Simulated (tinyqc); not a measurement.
Worked calculation: strain-driven crossing of the Gamma and L valleys in a germanium-like crystal alloyed with tin. Values are carried at full precision from step to step, so a last printed digit may differ when a step is redone from the rounded ones.

With tin the unstrained gaps become E(y) = (1 - y) E + y EgS - CS y (1 - y); all other values are kept.
Constants: kB = 8.617333262e-05 eV/K; hc = 1239.841984 eV nm.

Inputs chosen for the exercise (near those of Ge, gaps at low temperature; not measured data): Eg = 0.901 eV (gap at Gamma to the s-like level); EgL = 0.738 eV (gap to L); EgS = (-0.45, 0.148) eV (Gamma and L gaps of the tin end); CS = (2.86, 0.86) eV (bowing of the Gamma and L gaps); y = 0.063 (tin fraction); C11 = 126.9 GPa; C12 = 48.9 GPa; C44 = 67.6 GPa; load = uniaxial [111] (kind of strain); e0 = 0.0433 (size of the strain); Dso = 0.288 eV (spin-orbit splitting); ac = -8.27 eV (conduction deformation potential); av = 1.23 eV (valence hydrostatic potential); b = -2.54 eV (tetragonal shear potential); d = -5.4 eV (trigonal shear potential); aL = -1.53 eV (hydrostatic potential of the L edge, Xd + Xu/3); XuL = 17.06 eV (uniaxial potential, L); mG = 0.0433 m0 (mass at Gamma); mL = 0.558 m0 (density-of-states mass of the four L valleys together); T = 200 K (temperature).

## Gaps of the unstrained alloy

Give both gaps, their difference, and the y at which they cross (the root of a quadratic between 0 and 0.3).

Gamma and L gaps (eV): 0.6471  0.6501

Gamma - L = -0.0030 eV
crossing y = 0.0618

Without strain the alloy is direct.

## The strain tensor for a uniaxial [111] load

Biaxial loads: e0 is the in-plane strain e_par and the normal is free. (001): e_perp = -2 (C12/C11) e_par; exx = eyy = e_par, ezz = e_perp, no shear. (111): e_perp = -(2 C11 + 4 C12 - 4 C44)/(C11 + 2 C12 + 4 C44) e_par; exx = eyy = ezz = (2 e_par + e_perp)/3 and exy = eyz = ezx = (e_perp - e_par)/3. (110): e_perp = -(C11 + 3 C12 - 2 C44)/(C11 + C12 + 2 C44) e_par; exx = eyy = (e_par + e_perp)/2, ezz = e_par, exy = (e_perp - e_par)/2, eyz = ezx = 0. Uniaxial loads: a stress along n, scaled so that n.e.n = e0, with exx = s11 sxx + s12 (syy + szz), exy = s44 sxy/2, s11 = (C11 + C12)/((C11 - C12)(C11 + 2 C12)), s12 = -C12/((C11 - C12)(C11 + 2 C12)), s44 = 1/C44.

Form the tensor and its trace.

strain tensor in the cubic axes:
```
          x         y         z
x  0.010014  0.016643  0.016643
y  0.016643  0.010014  0.016643
z  0.016643  0.016643  0.010014
```

tr(e) = 0.030042

## Band edges

Edges from the unstrained valence top: Gamma at Eg + ac tr(e); an L valley with unit axis u at EgL + aL tr(e) + XuL (u.e.u - tr(e)/3), u along [111], [1-1-1], [-11-1], [-1-11]; valence edges are the levels of the 6 x 6 matrix of X, Y, Z times spin with -Dso/3 + l exx + m (eyy + ezz) on the diagonal (cyclic), n exy off it, l = av + 2 b, m = av - b, n = sqrt(3) d. Spin-orbit term (Dso/3) L.sigma on X, Y, Z with (L_k)_ij = -i epsilon_kij: <X+|H|Y+> = -i Dso/3, <X+|H|Z-> = Dso/3, <Y+|H|Z-> = -i Dso/3, <Z+|H|X-> = -Dso/3, <Z+|H|Y-> = i Dso/3, <X-|H|Y-> = i Dso/3, and their conjugates; + and - are the spin along z.

Give the edges and the direct and indirect gaps from the top valence edge.

Gamma edge = 0.3986 eV

L edges (eV): [111] 1.1720, [1-1-1] 0.4148, [-11-1] 0.4148, [-1-11] 0.4148

valence edges from the top (eV): 0.1926  0.0450  -0.4148

direct and indirect gap (eV): 0.2060  0.2222

The gap is direct: Gamma lies 16 meV below the lowest L valley. The top two valence edges are 148 meV apart. At strains above 3 % second-order terms, left out here, matter.

## Electrons in the Gamma valley

Non-degenerate, parabolic: share = mG^(3/2)/(mG^(3/2) + (mL^(3/2)/4) sum_i exp(-(E_Li - E_Gamma)/kT)). Also the offset at which four equal L valleys hold half of the electrons, kT ln((mL/mG)^(3/2)), and the wavelength hc/E of the direct gap.

(mL/mG)^(3/2) = 46.26
share in Gamma = 6.87 %
offset for an even split = 66.1 meV
wavelength = 6019 nm

With the L valleys as they lie here, Gamma must be 61 meV below the lowest of them to hold half of the electrons at 200 K; it lies 16 meV below. A direct gap alone is not enough.

tinyqc: `OMP_NUM_THREADS=1 python tinyqc.py 1050140 1050141 out.jsonl`; about 0.01 s, one thread, shared Intel(R) Xeon(R) Processor @ 2.30GHz.
